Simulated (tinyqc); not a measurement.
Free and trapped electrons in a MOS channel with a dense trap tail: two steps of the calculation.

p-type body, charge-sheet picture, full ionisation (an idealisation for deep acceptors), Boltzmann statistics for free electrons. e = Ec - EF at the surface. Acceptor-like traps of density D(E) = D0 + De exp(-E/Ew) at depth E below Ec, from 0 to Eu, hold n_t = integral of D(E)/(1 + exp((e - E)/Vt)). psi = Eg - Vt ln(Nv/Na) - e; N_dep = sqrt(2 eps0 eps_r Na (psi - Vt)/q); n_f = sqrt(N_dep^2 + 2 eps0 eps_r Vt Nc exp(-e/Vt)/q) - N_dep; Vg = Vfb + psi + q (N_dep + n_t + n_f)/Cox, Cox = eps0 eox/tox.

Inputs (values chosen for the exercise); band and dielectric values close to those of 4H silicon carbide:
- T = 475 K (temperature)
- Eg = 3.29 eV (band gap)
- eps_r = 9.78 (relative permittivity)
- Nc = 3.43e19 cm^-3 (conduction-band density of states at T)
- Nv = 4.9e19 cm^-3 (valence-band density of states at T)
- eox = 3.9 (relative permittivity of the insulator)
- tox = 40 nm (insulator thickness)
- Na = 3.1e16 cm^-3 (acceptor density)
- Vfb = -2.2 V (flat-band voltage without trapped charge)
- D0 = 1.2e11 cm^-2 eV^-1 (constant background density of acceptor-like traps)
- De = 3.6e13 cm^-2 eV^-1 (density of the tail at the conduction edge)
- Ew = 0.1 eV (decay energy of the tail)
- Eu = 0.96 eV (depth below Ec down to which the traps reach)
- mf = 65 cm^2/(V s) (mobility of free electrons)
- e = 0.151 eV (Ec - EF at the surface)

Constants: q = 1.602176634e-19 C, kB = 1.380649e-23 J/K, Vt = kB T/q, eps0 = 8.8541878128e-14 F/cm where lengths are in cm. Results are converted to the units shown.

Question 1. Trapped charge. Trapezoid rule on 16 equal steps from 0 to Eu, f = 1/(1 + exp((e - E)/Vt)).

Find: E; D(E) f; n_t.

Answer 1.

```
point    E (eV)  D(E) f (cm^-2 eV^-1)
0             0             8.8086e11
1      0.060000             1.9418e12
2       0.12000             3.4996e12
3       0.18000             4.0678e12
4       0.24000             3.0402e12
5       0.30000             1.8634e12
6       0.36000             1.0970e12
7       0.42000             6.5892e11
8       0.48000             4.1614e11
9       0.54000             2.8258e11
10      0.60000             2.0923e11
11      0.66000             1.6897e11
12      0.72000             1.4688e11
13      0.78000             1.3475e11
14      0.84000             1.2810e11
15      0.90000             1.2444e11
16      0.96000             1.2244e11
```

n_t = 1.0969e12 cm^-2

Question 2. Charges and gate voltage. psi, N_dep, n_f and Vg as defined, with the n_t given; free share n_f/(n_f + n_t); apparent mobility mf n_f/(n_f + n_t); gate voltage spent on traps q n_t/Cox.

n_t = 1.0968905e12 cm^-2

Give: psi; N_dep; n_f; Vg; free share; apparent mobility; gate voltage spent on traps.

Answer 2.

psi = 2.838 V
N_dep = 9.681e11 cm^-2
n_f = 1.793e11 cm^-2
Vg = 4.803 V
free share = 14.05 %
apparent mobility = 9.134 cm^2/(V s)
gate voltage spent on traps = 2.036 V

tinyqc, about 0.02 s, one thread, Intel Xeon 2.30GHz (shared host): `OMP_NUM_THREADS=1 python tinyqc.py 2222020 2222021 out.jsonl`
